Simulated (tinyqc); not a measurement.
Hubbard chain of 5 sites, step by step. Computed by tinyqc, a small Python program that keeps every step. Settings: hopping = 1.33, U = 11.5, mixing = 0.5, iteration cap = 70. Command: `OMP_NUM_THREADS=1 python tinyqc.py 31478 31479 out.jsonl` (the two numbers bound the seeds that draw the settings). One thread of a shared host (Intel(R) Xeon(R) Processor @ 2.60GHz), about 0.2 s of CPU time with the checks. Later iterations appear only in the table of the cycle.

## Mean-field iteration 1

one-body matrix (hopping and site energies) (eV), lower triangle:
```
           1          2          3          4         5
1   0.630000
2  -1.330000   0.500000
3   0.000000  -1.330000  -0.110000
4   0.000000   0.000000  -1.330000  -0.840000
5   0.000000   0.000000   0.000000  -1.330000  0.960000
```

U = 11.500000 eV

electrons, up and down: 3  1

mixing = 0.500000

n(up) at the start (a guess, not normalised): 1 0.650000, 2 0.550000, 3 0.650000, 4 0.550000, 5 0.650000

n(down) at the start (a guess): 1 0.150000, 2 0.250000, 3 0.150000, 4 0.250000, 5 0.150000

H(up) = T + U n(down), H(down) = T + U n(up); fill the lowest levels; n(new) = n + mixing (n(out) - n); E = tr T (rho up + rho down) + U sum n_up n_down of the output.

levels, up (eV): -0.148009  1.277496  2.215831  3.876987  4.842694

levels, down (eV): 4.272589  5.652156  7.880119  8.944481  9.465655

energy = 1.600908 eV

n(up) after iteration 1: 1 0.706433, 2 0.446830, 3 0.722792, 4 0.558657, 5 0.590289

n(down) after iteration 1: 1 0.080300, 2 0.169006, 3 0.183757, 4 0.435260, 5 0.106677

## Mean-field iteration 2

As before.

levels, up (eV): 0.038433  1.162467  1.958332  3.810619  5.382649

levels, down (eV): 4.257039  5.055813  8.047923  8.922545  9.644180

energy = 0.585377 eV

n(up) after iteration 2: 1 0.754541, 2 0.423623, 3 0.725461, 4 0.401560, 5 0.707315

n(down) after iteration 2: 1 0.053408, 2 0.236067, 3 0.175543, 4 0.437270, 5 0.085213

## Convergence

Each step fills the lowest levels of T + U n(other spin) and sets n(new) = n + mixing (n(out) - n); stop when output and input agree to 1e-8.

Course of the cycle:
```
iteration       E (eV)  largest |n(out) - n(in)|  mean |n_up - n_down|
1           1.60090800                  3.71e-01              0.421282
2           0.58537707                  3.14e-01              0.477926
3          -0.52296608                  4.04e-01              0.646831
4          -1.40391650                  2.60e-01              0.722940
5          -1.67393892                  1.75e-01              0.754834
6          -1.74748447                  1.02e-01              0.765973
7          -1.76914514                  5.70e-02              0.770794
8          -1.77591567                  4.52e-02              0.773180
9          -1.77810597                  3.26e-02              0.774452
10         -1.77883357                  2.20e-02              0.775158
11         -1.77908086                  1.42e-02              0.775559
...                ...                       ...                   ...
30         -1.77921369                  1.08e-06              0.776118
31         -1.77921369                  6.60e-07              0.776118
32         -1.77921369                  4.04e-07              0.776118
33         -1.77921369                  2.48e-07              0.776118
34         -1.77921369                  1.52e-07              0.776118
35         -1.77921369                  9.30e-08              0.776118
36         -1.77921369                  5.69e-08              0.776118
37         -1.77921369                  3.49e-08              0.776118
38         -1.77921369                  2.13e-08              0.776118
39         -1.77921369                  1.31e-08              0.776118
40         -1.77921369                  7.99e-09              0.776118
```

local moments n_up - n_down: 1 0.676207, 2 0.486957, 3 0.809442, 4 -0.940295, 5 0.967688

Converged in 40 iterations. Before convergence this energy mixes input and output and is not variational, so it may rise towards its limit.

## Exact diagonalisation (50 states)

Lowest levels of the sector, and the double occupancy of the lowest state.

lowest levels (eV): -2.286513  -1.873095  -1.498267  -1.424333  -1.330207  -1.100491

double occupancy per site = 0.015234

The mean-field solution above lies 0.5073 eV above the exact energy.

## The lowest level by Lanczos steps

From a random start vector (not printed): a_j = <q_j|H|q_j>, b_j = norm of the remainder after orthogonalising; the Ritz value is the lowest eigenvalue of the tridiagonal matrix of a and b so far.

Lanczos:
```
j   a_j (eV)  b_j (eV)  lowest Ritz value (eV)
1   5.835981  7.322295              5.83598063
2   6.789473  3.927570             -1.02507145
3   9.552153  5.952822             -1.69811965
4   6.285429  4.124098             -2.07531785
5   9.466868  3.869081             -2.19246899
6   4.893355  5.127092             -2.22651267
7   7.940984  3.715307             -2.25531624
8   6.340075  5.333217             -2.26676138
9   7.537269  4.347706             -2.27673401
10  8.648523  4.609635             -2.28157142
```
